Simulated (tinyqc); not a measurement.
Comparisons within one model: Wannier functions of a composite (isolated) pair of valence bands (bonds of an sp chain). A value that a table varies takes the place of the one given here.

Each atom has a hybrid pointing left (<) and right (>). H(k): diagonal +V3 on A, -V3 on B; <A<|A>> = -V1a, <B<|B>> = -V1b, <A>|B<> = -V2, <B>|A<> = -V2p exp(ik); k in 1/a, Bloch sums with exp(ikR). The two lowest bands are filled. Trial functions in cell 0: g1 = cos(c) A> + sin(c) B<, and g2 = sin(c) B> + cos(c) A< of cell 1, whose Bloch vector has cos(c) exp(-ik) on A<. Projection A_mn = <psi_m|g_n>, S = A^+ A, Loewdin U = A S^(-1/2), Bloch-like states w_n = sum_m psi_m U_mn, H_W(k) = U^+ diag(E) U. P = sum_m |psi_m><psi_m| is free of phase choices, and S = g^+ P g, w = P g S^(-1/2).

Inputs chosen for the exercise: V2 = 3.51 eV (coupling in the bond A-B inside the cell); V2p = 4.39 eV (coupling in the bond to the next cell); V1a = 1.17 eV (coupling of the two hybrids on A); V1b = 0.9 eV (the same on B); V3 = 0.65 eV (A at +V3, B at -V3); xb = 0.41 a (position of B (A at 0)); c = 35 degrees (trial bonds cos(c) on A, sin(c) on B).

## Choice of the trial bonds

N = 12; centres and spreads in real space with point-like hybrids at R and R + xb; smallest eigenvalue of S over the mesh.

Trial angle:
```
c (deg)  smallest S  centre 1 (a)  centre 2 (a)  sum of centres  total spread (a^2)  H_12(R = 0), mean over k (eV)
15            0.559        0.2405        0.6646          0.9051              0.1306                        -0.5227
30            0.799        0.2405        0.6646          0.9051              0.1305                        -0.5198
45            0.959        0.2405        0.6646          0.9051              0.1304                        -0.5174
55            0.951        0.2405        0.6646          0.9051              0.1304                        -0.5159
65            0.850        0.2405        0.6646          0.9051              0.1304                        -0.5143
75            0.707        0.2405        0.6646          0.9051              0.1305                        -0.5125
85            0.539        0.2405        0.6646          0.9051              0.1306                        -0.5103
```

The sum of the centres stays at 0.9051 a within 0.0000: it gives the electronic polarisation, modulo a, and is fixed by the filled space. Single centres move by less than 0.0001 a here and H_12(0), a matter of gauge, moves by 12 meV. The total spread runs only from 0.1304 to 0.1306 a^2, so the orthogonalisation repairs even poor trials; the projection is best at c = 45 degrees among these rows, and the two bonds, isolated, have c = 50 and 49.

## Interpolating the pair or each band alone

Largest error on 25 points from 0 to pi. Pair: diagonalise the Hermitian part of sum_R exp(ikR) H(R) over the N cells nearest the origin, with H(R) the mean of exp(-ikR) H_W(k) on the mesh k = 2 pi j/N. Alone: the cosine series of each sorted band on the same mesh.

Errors (meV):
```
N      pair  each band alone
3   2.61643         77.72731
4   0.96633         13.42665
5   0.08390         17.91813
6   0.01379          3.11626
8   0.00020          1.06811
10  0.00002          0.34809
14  0.00000          0.03766
```

smallest spacing of the two filled bands = 0.8714 eV

At N = 6 the pair errs by 0.014 meV and the single bands by 3.1; at N = 10, 1.8e-05 against 0.35. Both fall exponentially: the pair at a rate tied to the gap to the empty bands (5.77 eV), the single bands at a slower one tied to their own spacing (0.871 eV at the closest). Not every column falls at every step, since even meshes hold k = pi and odd ones do not.

## What each parameter does

N = 12: centres, total spread (point-like hybrids at R and R + xb) and H_12(0). Each row changes one parameter from the base and keeps the others.

Results:
```
case           centre 1 (a)  centre 2 (a)  total spread (a^2)  H_12(0) (eV)
base                 0.2405        0.6646              0.1304       -0.5190
V2 = 3.91 eV         0.2369        0.6642              0.1302       -0.5157
V2p = 4.79 eV        0.2407        0.6678              0.1303       -0.5165
V1a = 1.37 eV        0.2394        0.6659              0.1315       -0.5175
V1b = 1.1 eV         0.2411        0.6641              0.1314       -0.6341
V3 = 1.05 eV         0.2616        0.6399              0.1255       -0.5613
xb = 0.46 a          0.2698        0.6930              0.1271       -0.5190
```

The largest shifts from the base row, up to three for each result and ties (the steps differ in size, so this ranks the rows, not the parameters). centre 1 (a): xb +0.0293, V3 +0.0211, V2 -0.0036. centre 2 (a): xb +0.0285, V3 -0.0247, V2p +0.0033. total spread (a^2): V3 -0.0050, xb -0.0033, V1a +0.0011. H_12(0) (eV): V1b -0.1150, V3 -0.0423, V2 +0.0033; unchanged at the printed digits by xb.

Run: tinyqc, `OMP_NUM_THREADS=1 python tinyqc.py 1452536 1452537 out.jsonl`; Intel(R) Xeon(R) Processor @ 2.30GHz, one thread, shared host; about 0.2 s of CPU time with all checks.
